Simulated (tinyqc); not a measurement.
# Double-gate transistor, scale length and short-channel effects, step by step

Program tinyqc, `OMP_NUM_THREADS=1 python tinyqc.py 2420046 2420047 out.jsonl`; Intel Xeon 2.30GHz, shared host, one thread, about 0.01 s. Printed values are rounded.

A body of thickness ts between two insulators of thickness ti and two tied gates. Below threshold the potential that source and drain add obeys Laplace's equation and vanishes on the gate. Its lowest mode decays along the channel as exp(-k y); k is the smallest positive root of the matching condition at the interface, and the scale length is Lambda = pi/k.

Values chosen for this exercise; permittivities: semiconductor close to that of silicon, insulator close to that of silicon dioxide: temperature T = 400 K; relative permittivity of the semiconductor eps_r = 11.9; relative permittivity of the insulator ei = 4.05; insulator thickness ti = 1 nm; body thickness ts = 5.3 nm; channel length L = 16 nm; potential of the source Vbi = 0.93 V; potential of the barrier top at threshold sT = 0.37 V; long-channel threshold VTL = 0.49 V; long-channel body factor m = 1; drain voltage Vds = 0.6 V.

Constants: q = 1.602176634e-19 C, kB = 1.380649e-23 J/K, Vt = kB T/q. Results are converted to the units shown.

Range of the model: L is under 1.6 Lambda, where higher modes, left out of the one-mode potential, begin to count.

## Scan of the matching condition

k, point 0 to 7 (1/nm): 0.0475  0.095  0.1425  0.19  0.2375  0.285  0.3325  0.38

f(k) = ei cos(k ti) cos(k ts/2) - eps_r sin(k ti) sin(k ts/2).

f(k), point 0 to 7: 3.942489  3.623466  3.103358  2.399186  1.534051  0.536426  -0.560713  -1.720894

The first change of sign lies between k = 0.285 and 0.3325 1/nm.

## Iteration 1: decay constant by Newton steps

k at the start = 0.3325 1/nm

f(k) = ei cos(k ti) cos(k ts/2) - eps_r sin(k ti) sin(k ts/2); f' by a central difference with +/- 1e-5 1/nm; k(new) = k - f/f'.

f = -0.5607133
f' = -23.89423 nm
k after iteration 1 = 0.3090335 1/nm

## Iteration 2: decay constant by Newton steps

As before.

f = -0.008473938
f' = -23.14005 nm
k after iteration 2 = 0.3086673 1/nm

## Course of the iteration: decay constant by Newton steps

Stop when k changes by less than 1e-10 1/nm, or after 30 iterations.

Course of the iteration:
```
iteration   k (1/nm)  |change| (1/nm)
1          0.3090335           0.0235
2          0.3086673          3.66e-4
3          0.3086672          1.05e-7
4          0.3086672         8.66e-15
```

Converged in 4 iterations. The change falls from 0.023 in the first iteration to below the tolerance in the last.

## Scale length against simple estimates

k = 0.3086672 1/nm

Lambda = pi/k and l = 1/k. A parabolic potential across the structure gives l(parabolic) = sqrt((eps_r/(2 ei)) ts ti (1 + ei ts/(4 eps_r ti))).

Lambda = 10.17793 nm
l = 3.239735 nm
l(parabolic) = 3.361201 nm

The parabolic estimate is 3.7 % above l.

## Threshold shift, barrier position and swing

Along the channel psi(y) = s + a exp(y/l) + b exp(-y/l) with psi(0) = Vbi, psi(L) = Vbi + Vds and l = 1/k = Lambda/pi; with A = Vbi - s, B = A + Vds, x = exp(-L/l): a = (B - A x) x/(1 - x^2), b = (A - B x)/(1 - x^2). The minimum is s + 2 sqrt(a b), at y = (l/2) ln(b/a). The long-channel potential follows the gate as s = sT + (Vg - VTL)/m, and the threshold VT is the gate voltage at which the minimum equals sT. Swing = m Vt ln 10/g at threshold, g = d(minimum)/ds = 1 - (b x + a)/((1 + x) sqrt(a b)).

s at threshold = 0.2055936 V
a = 0.009451461 V
b = 0.7149550 V
position of the minimum = 7.007628 nm
VT = 0.3255936 V
swing = 96.32397 mV/decade

The threshold lies 164 mV below the long-channel value, and the barrier top sits at 0.44 L from the source.
